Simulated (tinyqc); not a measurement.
CIS and TDHF on RHF in the sto-3g basis, frozen core, for BeH2, spin multiplicity 1, step by step (part 1 of 2). Computed by tinyqc, a small Python program that keeps every step (integrals from PySCF). Settings: charge = 0, multiplicity = 1, basis = sto-3g, method = RHF, frozen orbitals = 1, energy threshold = 1e-10, iteration cap = 77, orthogonalisation = symmetric, start = Wolfsberg-Helmholz matrix, DIIS depth = 6, TDHF = 1. Command: `OMP_NUM_THREADS=1 python tinyqc.py 23938 23939 out.jsonl` (the two numbers bound the seeds that draw the settings). One thread of a shared host (Intel(R) Xeon(R) Processor @ 2.60GHz), about 0.06 s of CPU time with the checks. The early iterations of the SCF are left out here.

## One-electron integrals

Geometry (angstrom):
```
atom         x          y         z
Be    0.000000   0.000000  0.000000
H     0.000000   1.439000  0.000000
H     0.000000  -1.439000  0.000000
```

Basis sto-3g: exponents (1/bohr^2) and contraction coefficients of normalised primitives:
```
element  l (shell)   exponent  coefficient
Be           s (1)  30.167871     0.154329
Be           s (1)   5.495115     0.535328
Be           s (1)   1.487193     0.444635
Be           s (2)   1.314833    -0.099967
Be           s (2)   0.305539     0.399513
Be           s (2)   0.099371     0.700115
Be           p (3)   1.314833     0.155916
Be           p (3)   0.305539     0.607684
Be           p (3)   0.099371     0.391957
H            s (1)   3.425251     0.154329
H            s (1)   0.623914     0.535328
H            s (1)   0.168855     0.444635
```

Overlap, kinetic and nuclear-attraction integrals over the contracted functions; the nuclear repulsion is the sum of Za Zb / Rab.

nuclear repulsion = 3.12578617 hartree

overlap S:
```
           1Be 1s    1Be 2s   1Be 2px    1Be 2py   1Be 2pz     2H 1s      3H 1s
1Be 1s   1.000000  0.259517  0.000000   0.000000  0.000000  0.055877   0.055877
1Be 2s   0.259517  1.000000  0.000000   0.000000  0.000000  0.420534   0.420534
1Be 2px  0.000000  0.000000  1.000000   0.000000  0.000000  0.000000   0.000000
1Be 2py  0.000000  0.000000  0.000000   1.000000  0.000000  0.496437  -0.496437
1Be 2pz  0.000000  0.000000  0.000000   0.000000  1.000000  0.000000   0.000000
2H 1s    0.055877  0.420534  0.000000   0.496437  0.000000  1.000000   0.023549
3H 1s    0.055877  0.420534  0.000000  -0.496437  0.000000  0.023549   1.000000
```

kinetic energy T (hartree):
```
            1Be 1s     1Be 2s   1Be 2px    1Be 2py   1Be 2pz      2H 1s      3H 1s
1Be 1s    6.693975  -0.033012  0.000000   0.000000  0.000000  -0.014667  -0.014667
1Be 2s   -0.033012   0.211111  0.000000   0.000000  0.000000   0.054675   0.054675
1Be 2px   0.000000   0.000000  0.660592   0.000000  0.000000   0.000000   0.000000
1Be 2py   0.000000   0.000000  0.000000   0.660592  0.000000   0.161984  -0.161984
1Be 2pz   0.000000   0.000000  0.000000   0.000000  0.660592   0.000000   0.000000
2H 1s    -0.014667   0.054675  0.000000   0.161984  0.000000   0.760032  -0.007689
3H 1s    -0.014667   0.054675  0.000000  -0.161984  0.000000  -0.007689   0.760032
```

nuclear attraction V (hartree):
```
             1Be 1s     1Be 2s    1Be 2px    1Be 2py    1Be 2pz      2H 1s      3H 1s
1Be 1s   -15.296571  -2.090115   0.000000   0.000000   0.000000  -0.448363  -0.448363
1Be 2s    -2.090115  -3.012540   0.000000   0.000000   0.000000  -1.200294  -1.200294
1Be 2px    0.000000   0.000000  -2.923957   0.000000   0.000000   0.000000   0.000000
1Be 2py    0.000000   0.000000   0.000000  -3.134710   0.000000  -1.383410   1.383410
1Be 2pz    0.000000   0.000000   0.000000   0.000000  -2.923957   0.000000   0.000000
2H 1s     -0.448363  -1.200294   0.000000  -1.383410   0.000000  -2.873719  -0.079337
3H 1s     -0.448363  -1.200294   0.000000   1.383410   0.000000  -0.079337  -2.873719
```

core Hamiltonian H = T + V (hartree):
```
            1Be 1s     1Be 2s    1Be 2px    1Be 2py    1Be 2pz      2H 1s      3H 1s
1Be 1s   -8.602596  -2.123127   0.000000   0.000000   0.000000  -0.463029  -0.463029
1Be 2s   -2.123127  -2.801429   0.000000   0.000000   0.000000  -1.145618  -1.145618
1Be 2px   0.000000   0.000000  -2.263365   0.000000   0.000000   0.000000   0.000000
1Be 2py   0.000000   0.000000   0.000000  -2.474118   0.000000  -1.221425   1.221425
1Be 2pz   0.000000   0.000000   0.000000   0.000000  -2.263365   0.000000   0.000000
2H 1s    -0.463029  -1.145618   0.000000  -1.221425   0.000000  -2.113688  -0.087026
3H 1s    -0.463029  -1.145618   0.000000   1.221425   0.000000  -0.087026  -2.113688
```

## Two-electron integrals

Functions are numbered as in S; the eight-fold symmetry (ij|kl) = (ji|kl) = (kl|ij) leaves the list below.

Two-electron integrals (ij|kl) in chemists' order, unique and non-zero (hartree):
```
(11|11) 2.298831    (21|11) 0.392036    (21|21) 0.079539    (22|11) 0.570988
(22|21) 0.143041    (22|22) 0.417683    (31|31) 0.014607    (32|31) 0.021888
(32|32) 0.092265    (33|11) 0.569578    (33|21) 0.143083    (33|22) 0.417589
(33|33) 0.449859    (41|41) 0.014607    (42|41) 0.021888    (42|42) 0.092265
(43|43) 0.024249    (44|11) 0.569578    (44|21) 0.143083    (44|22) 0.417589
(44|33) 0.401360    (44|44) 0.449859    (51|51) 0.014607    (52|51) 0.021888
(52|52) 0.092265    (53|53) 0.024249    (54|54) 0.024249    (55|11) 0.569578
(55|21) 0.143083    (55|22) 0.417589    (55|33) 0.401360    (55|44) 0.401360
(55|55) 0.449859    (61|11) 0.083406    (61|21) 0.016912    (61|22) 0.030665
(61|33) 0.030446    (61|41) 0.001502    (61|42) 0.002827    (61|44) 0.031119
(61|55) 0.030446    (61|61) 0.003773    (62|11) 0.199042    (62|21) 0.050575
(62|22) 0.160459    (62|33) 0.154415    (62|41) 0.006631    (62|42) 0.040361
(62|44) 0.172402    (62|55) 0.154415    (62|61) 0.011895    (62|62) 0.091098
(63|31) 0.004687    (63|32) 0.021827    (63|43) 0.007023    (63|63) 0.008473
(64|11) 0.212388    (64|21) 0.054633    (64|22) 0.181805    (64|33) 0.171029
(64|41) 0.010789    (64|42) 0.062865    (64|44) 0.203172    (64|55) 0.171029
(64|61) 0.013442    (64|62) 0.117501    (64|64) 0.156653    (65|51) 0.004687
(65|52) 0.021827    (65|54) 0.007023    (65|65) 0.008473    (66|11) 0.365441
(66|21) 0.094540    (66|22) 0.335850    (66|33) 0.311487    (66|41) 0.014676
(66|42) 0.114843    (66|44) 0.384313    (66|55) 0.311487    (66|61) 0.022840
(66|62) 0.241252    (66|64) 0.330628    (66|66) 0.774606    (71|11) 0.083406
(71|21) 0.016912    (71|22) 0.030665    (71|33) 0.030446    (71|41) -0.001502
(71|42) -0.002827   (71|44) 0.031119    (71|55) 0.030446    (71|61) 0.003443
(71|62) 0.010035    (71|64) 0.010440    (71|66) 0.018519    (71|71) 0.003773
(72|11) 0.199042    (72|21) 0.050575    (72|22) 0.160459    (72|33) 0.154415
(72|41) -0.006631   (72|42) -0.040361   (72|44) 0.172402    (72|55) 0.154415
(72|61) 0.010035    (72|62) 0.047598    (72|64) 0.049153    (72|66) 0.093083
(72|71) 0.011895    (72|72) 0.091098    (73|31) 0.004687    (73|32) 0.021827
(73|43) -0.007023   (73|63) 0.003517    (73|73) 0.008473    (74|11) -0.212388
(74|21) -0.054633   (74|22) -0.181805   (74|33) -0.171029   (74|41) 0.010789
(74|42) 0.062865    (74|44) -0.203172   (74|55) -0.171029   (74|61) -0.010440
(74|62) -0.049153   (74|64) -0.048897   (74|66) -0.094992   (74|71) -0.013442
(74|72) -0.117501   (74|74) 0.156653    (75|51) 0.004687    (75|52) 0.021827
(75|54) -0.007023   (75|65) 0.003517    (75|75) 0.008473    (76|11) 0.014739
(76|21) 0.003646    (76|22) 0.010300    (76|33) 0.010144    (76|44) 0.010607
(76|55) 0.010144    (76|61) 0.000785    (76|62) 0.004062    (76|64) 0.004674
(76|66) 0.008731    (76|71) 0.000785    (76|72) 0.004062    (76|74) -0.004674
(76|76) 0.000258    (77|11) 0.365441    (77|21) 0.094540    (77|22) 0.335850
(77|33) 0.311487    (77|41) -0.014676   (77|42) -0.114843   (77|44) 0.384313
(77|55) 0.311487    (77|61) 0.018519    (77|62) 0.093083    (77|64) 0.094992
(77|66) 0.183852    (77|71) 0.022840    (77|72) 0.241252    (77|74) -0.330628
(77|76) 0.008731    (77|77) 0.774606
```

## Orthogonalisation

S = U s U^T; symmetric (Loewdin) form X = U s^(-1/2) U^T, so that X^T S X = 1.

eigenvalues of S: 0.286059  0.387100  0.946098  1.000000  1.000000  1.690351  1.690392

X:
```
            1Be 1s     1Be 2s   1Be 2px    1Be 2py   1Be 2pz      2H 1s      3H 1s
1Be 1s    1.028550  -0.152692  0.000000   0.000000  0.000000   0.020104   0.020104
1Be 2s   -0.152692   1.212021  0.000000   0.000000  0.000000  -0.274757  -0.274757
1Be 2px   0.000000   0.000000  1.000000   0.000000  0.000000   0.000000   0.000000
1Be 2py   0.000000   0.000000  0.000000   1.310194  0.000000  -0.389052   0.389052
1Be 2pz   0.000000   0.000000  0.000000   0.000000  1.000000   0.000000   0.000000
2H 1s     0.020104  -0.274757  0.000000  -0.389052  0.000000   1.246295  -0.082354
3H 1s     0.020104  -0.274757  0.000000   0.389052  0.000000  -0.082354   1.246295
```

## Iteration 6 (converged): orbitals

converged F (hartree):
```
            1Be 1s     1Be 2s   1Be 2px    1Be 2py   1Be 2pz      2H 1s      3H 1s
1Be 1s   -4.521890  -1.288455  0.000000   0.000000  0.000000  -0.286175  -0.286175
1Be 2s   -1.288455  -0.614153  0.000000   0.000000  0.000000  -0.380103  -0.380103
1Be 2px   0.000000   0.000000  0.213546   0.000000  0.000000   0.000000   0.000000
1Be 2py   0.000000   0.000000  0.000000  -0.195311  0.000000  -0.321019   0.321019
1Be 2pz   0.000000   0.000000  0.000000   0.000000  0.213546   0.000000   0.000000
2H 1s    -0.286175  -0.380103  0.000000  -0.321019  0.000000  -0.274018  -0.030902
3H 1s    -0.286175  -0.380103  0.000000   0.321019  0.000000  -0.030902  -0.274018
```

Diagonalise F' = X^T F X, C = X C', fill 3 alpha and 3 beta electrons from the bottom; D = 2 C_occ C_occ^T. Each column has its largest component positive (the first on a tie).

F' = X^T F X (hartree):
```
           1          2         3          4         5          6          7
1  -4.412635  -0.695974  0.000000   0.000000  0.000000  -0.029409  -0.029409
2  -0.695974  -0.118464  0.000000   0.000000  0.000000  -0.309122  -0.309122
3   0.000000   0.000000  0.213546   0.000000  0.000000   0.000000   0.000000
4   0.000000   0.000000  0.000000   0.245668  0.000000  -0.430780   0.430780
5   0.000000   0.000000  0.000000   0.000000  0.213546   0.000000   0.000000
6  -0.029409  -0.309122  0.000000  -0.430780  0.000000   0.076947  -0.098510
7  -0.029409  -0.309122  0.000000   0.430780  0.000000  -0.098510   0.076947
```

orbital energies (hartree): MO1 -4.525294, MO2 -0.438904, MO3 -0.399663, MO4 0.213546, MO5 0.213546, MO6 0.411536, MO7 0.820788

coefficients C:
```
               MO1        MO2        MO3        MO4       MO5        MO6        MO7
1Be 1s    0.991787  -0.217480   0.000000   0.000000  0.000000  -0.226050   0.000000
1Be 2s    0.031653   0.580980   0.000000   0.000000  0.000000   1.142258   0.000000
1Be 2px   0.000000   0.000000   0.000000   0.957209  0.289396   0.000000   0.000000
1Be 2py   0.000000   0.000000   0.499317   0.000000  0.000000   0.000000   1.330418
1Be 2pz   0.000000   0.000000   0.000000  -0.289396  0.957209   0.000000   0.000000
2H 1s    -0.003505   0.392844   0.416095   0.000000  0.000000  -0.773909  -0.927836
3H 1s    -0.003505   0.392844  -0.416095   0.000000  0.000000  -0.773909   0.927836
```

D after iteration 6:
```
            1Be 1s     1Be 2s   1Be 2px    1Be 2py   1Be 2pz      2H 1s      3H 1s
1Be 1s    2.061879  -0.189915  0.000000   0.000000  0.000000  -0.177823  -0.177823
1Be 2s   -0.189915   0.677078  0.000000   0.000000  0.000000   0.456247   0.456247
1Be 2px   0.000000   0.000000  0.000000   0.000000  0.000000   0.000000   0.000000
1Be 2py   0.000000   0.000000  0.000000   0.498635  0.000000   0.415527  -0.415527
1Be 2pz   0.000000   0.000000  0.000000   0.000000  0.000000   0.000000   0.000000
2H 1s    -0.177823   0.456247  0.000000   0.415527  0.000000   0.654948  -0.037594
3H 1s    -0.177823   0.456247  0.000000  -0.415527  0.000000  -0.037594   0.654948
```

Within a degenerate level the vectors are fixed only up to a rotation; this is one choice.

## Convergence

Stop when the energy changes by less than 1e-10 hartree and every element of the error matrix X^T (F D S - S D F) X is below 3e-06.

Course of the cycle:
```
iteration   E (hartree)     change  largest element of the error matrix
1          -15.52543859          -                             1.29e-01
2          -15.54529552  -1.99e-02                             1.69e-02
3          -15.54569106  -3.96e-04                             1.95e-03
4          -15.54570000  -8.94e-06                             5.81e-05
5          -15.54570000  -3.90e-09                             3.90e-07
6          -15.54570000  -1.74e-13                             4.11e-10
```

PySCF RHF in the same basis = -15.54570000 hartree

Converged in 6 iterations.

## Integrals over molecular orbitals

(pq|rs) = sum C_ip C_jq C_kr C_ls (ij|kl), one index at a time.

one-electron integrals over orbitals h = C^T H C (hartree):
```
           1          2          3          4          5          6          7
1  -8.591096   0.215978   0.000000   0.000000   0.000000   0.200736   0.000000
2   0.215978  -2.382844   0.000000   0.000000   0.000000  -0.209197   0.000000
3   0.000000   0.000000  -2.333685   0.000000   0.000000   0.000000  -0.299280
4   0.000000   0.000000   0.000000  -2.263365   0.000000   0.000000   0.000000
5   0.000000   0.000000   0.000000   0.000000  -2.263365   0.000000   0.000000
6   0.200736  -0.209197   0.000000   0.000000   0.000000  -1.907600   0.000000
7   0.000000   0.000000  -0.299280   0.000000   0.000000   0.000000  -1.837685
```

Two-electron integrals over orbitals (pq|rs), unique and non-zero (hartree); the lowest 1 orbital is frozen and left out:
```
(22|22) 0.386761    (32|32) 0.162000    (33|22) 0.399550    (33|33) 0.422852
(42|42) 0.048328    (43|43) 0.013599    (44|22) 0.361573    (44|33) 0.346546
(44|44) 0.449859    (52|52) 0.048328    (53|53) 0.013599    (54|54) 0.024249
(55|22) 0.361573    (55|33) 0.346546    (55|44) 0.401360    (55|55) 0.449859
(62|22) -0.019681   (62|33) -0.043955   (62|44) 0.059786    (62|55) 0.059786
(62|62) 0.080183    (63|32) -0.093117   (63|63) 0.084756    (64|42) 0.047051
(64|64) 0.050288    (65|52) 0.047051    (65|65) 0.050288    (66|22) 0.387072
(66|33) 0.398164    (66|44) 0.360627    (66|55) 0.360627    (66|62) -0.031000
(66|66) 0.403041    (72|32) -0.041689   (72|63) 0.061756    (72|72) 0.056868
(73|22) -0.002291   (73|33) -0.018808   (73|44) 0.064833    (73|55) 0.064833
(73|62) 0.075706    (73|66) -0.023007   (73|73) 0.084662    (74|43) 0.013551
(74|74) 0.016775    (75|53) 0.013551    (75|75) 0.016775    (76|32) 0.141503
(76|63) -0.093256   (76|72) -0.051642   (76|76) 0.138776    (77|22) 0.414754
(77|33) 0.432413    (77|44) 0.384773    (77|55) 0.384773    (77|62) -0.027714
(77|66) 0.423868    (77|73) -0.003463   (77|77) 0.472253
```

## CIS matrix, singlets

A(ia,jb) = (e_a - e_i) d_ij d_ab + 2 (ia|jb) - (ij|ab).

CIS matrix A, singlet (hartree):
```
          2>4       2>5       2>6        2>7       3>4       3>5        3>6       3>7
2>4  0.387533  0.000000  0.000000   0.000000  0.000000  0.000000   0.000000  0.000000
2>5  0.000000  0.387533  0.000000   0.000000  0.000000  0.000000   0.000000  0.000000
2>6  0.000000  0.000000  0.623734   0.000000  0.000000  0.000000   0.000000  0.009910
2>7  0.000000  0.000000  0.000000   0.958675  0.000000  0.000000  -0.017991  0.000000
3>4  0.000000  0.000000  0.000000   0.000000  0.293860  0.000000   0.000000  0.000000
3>5  0.000000  0.000000  0.000000   0.000000  0.000000  0.293860   0.000000  0.000000
3>6  0.000000  0.000000  0.000000  -0.017991  0.000000  0.000000   0.582547  0.000000
3>7  0.000000  0.000000  0.009910   0.000000  0.000000  0.000000   0.000000  0.957362
```

## CIS singlet states

dipole integrals <i|r|a> (bohr):
```
            x          y          z
2>4  0.924001   0.000000  -0.279356
2>5  0.279356   0.000000   0.924001
2>6  0.000000   0.000000   0.000000
2>7  0.000000  -0.642459   0.000000
3>4  0.000000   0.000000   0.000000
3>5  0.000000   0.000000   0.000000
3>6  0.000000  -1.228037   0.000000
3>7  0.000000   0.000000   0.000000
```

Diagonalise A (1 hartree = 27.211386 eV); each vector has its largest component positive (the first on a tie). The transition dipole is mu = sqrt2 sum c_ia <i|r|a>.

singlet excitation energies (eV): 7.996345  7.996345  10.545317  10.545317  15.828553  16.964653  26.059162  26.110237

lowest vectors:
```
       state 1   state 2    state 3   state 4   state 5    state 6
2>4   0.000000  0.000000   1.000000  0.000082  0.000000   0.000000
2>5   0.000000  0.000000  -0.000082  1.000000  0.000000   0.000000
2>6   0.000000  0.000000   0.000000  0.000000  0.000000   0.999560
2>7   0.000000  0.000000   0.000000  0.000000  0.047669   0.000000
3>4   0.952896  0.303297   0.000000  0.000000  0.000000   0.000000
3>5  -0.303297  0.952896   0.000000  0.000000  0.000000   0.000000
3>6   0.000000  0.000000   0.000000  0.000000  0.998863   0.000000
3>7   0.000000  0.000000   0.000000  0.000000  0.000000  -0.029665
```

oscillator strengths 2/3 w |mu|^2: 0.000000  0.000000  0.481481  0.481481  1.225981  0.000000

Within a degenerate level the vectors are fixed only up to a rotation; this is one choice.

## TDHF (RPA) singlet states

B(ia,jb) = 2 (ia|jb) - (ib|ja); the squared energies are the eigenvalues of (A - B)(A + B); 1 hartree = 27.211386 eV.

TDHF matrix B, singlet (hartree):
```
          2>4       2>5       2>6       2>7       3>4       3>5       3>6       3>7
2>4  0.048328  0.000000  0.000000  0.000000  0.000000  0.000000  0.000000  0.000000
2>5  0.000000  0.048328  0.000000  0.000000  0.000000  0.000000  0.000000  0.000000
2>6  0.000000  0.000000  0.080183  0.000000  0.000000  0.000000  0.000000  0.089657
2>7  0.000000  0.000000  0.000000  0.056868  0.000000  0.000000  0.047805  0.000000
3>4  0.000000  0.000000  0.000000  0.000000  0.013599  0.000000  0.000000  0.000000
3>5  0.000000  0.000000  0.000000  0.000000  0.000000  0.013599  0.000000  0.000000
3>6  0.000000  0.000000  0.000000  0.047805  0.000000  0.000000  0.084756  0.000000
3>7  0.000000  0.000000  0.089657  0.000000  0.000000  0.000000  0.000000  0.084662
```

squared energies w^2 (hartree^2): 0.086169  0.086169  0.147846  0.147846  0.328704  0.376372  0.899737  0.915374

TDHF energies from the positive w^2 (eV): 7.987779  7.987779  10.462997  10.462997  15.601031  16.693950  25.811222  26.034538

## CIS matrix, triplets

A(ia,jb) = (e_a - e_i) d_ij d_ab - (ij|ab).

CIS matrix A, triplet (hartree):
```
          2>4       2>5        2>6        2>7       3>4       3>5        3>6        3>7
2>4  0.290877  0.000000   0.000000   0.000000  0.000000  0.000000   0.000000   0.000000
2>5  0.000000  0.290877   0.000000   0.000000  0.000000  0.000000   0.000000   0.000000
2>6  0.000000  0.000000   0.463368   0.000000  0.000000  0.000000   0.000000  -0.141503
2>7  0.000000  0.000000   0.000000   0.844938  0.000000  0.000000  -0.141503   0.000000
3>4  0.000000  0.000000   0.000000   0.000000  0.266663  0.000000   0.000000   0.000000
3>5  0.000000  0.000000   0.000000   0.000000  0.000000  0.266663   0.000000   0.000000
3>6  0.000000  0.000000   0.000000  -0.141503  0.000000  0.000000   0.413036   0.000000
3>7  0.000000  0.000000  -0.141503   0.000000  0.000000  0.000000   0.000000   0.788038
```

## CIS triplet states

Diagonalise A (1 hartree = 27.211386 eV); each vector has its largest component positive (the first on a tie).

triplet excitation energies (eV): 7.256270  7.256270  7.915167  7.915167  10.090109  11.166264  22.886227  24.141101

lowest vectors:
```
       state 1   state 2    state 3   state 4   state 5   state 6
2>4   0.000000  0.000000  -0.094358  0.995538  0.000000  0.000000
2>5   0.000000  0.000000   0.995538  0.094358  0.000000  0.000000
2>6   0.000000  0.000000   0.000000  0.000000  0.000000  0.936434
2>7   0.000000  0.000000   0.000000  0.000000  0.285981  0.000000
3>4   0.752588  0.658492   0.000000  0.000000  0.000000  0.000000
3>5  -0.658492  0.752588   0.000000  0.000000  0.000000  0.000000
3>6   0.000000  0.000000   0.000000  0.000000  0.958235  0.000000
3>7   0.000000  0.000000   0.000000  0.000000  0.000000  0.350843
```

Within a degenerate level the vectors are fixed only up to a rotation; this is one choice.
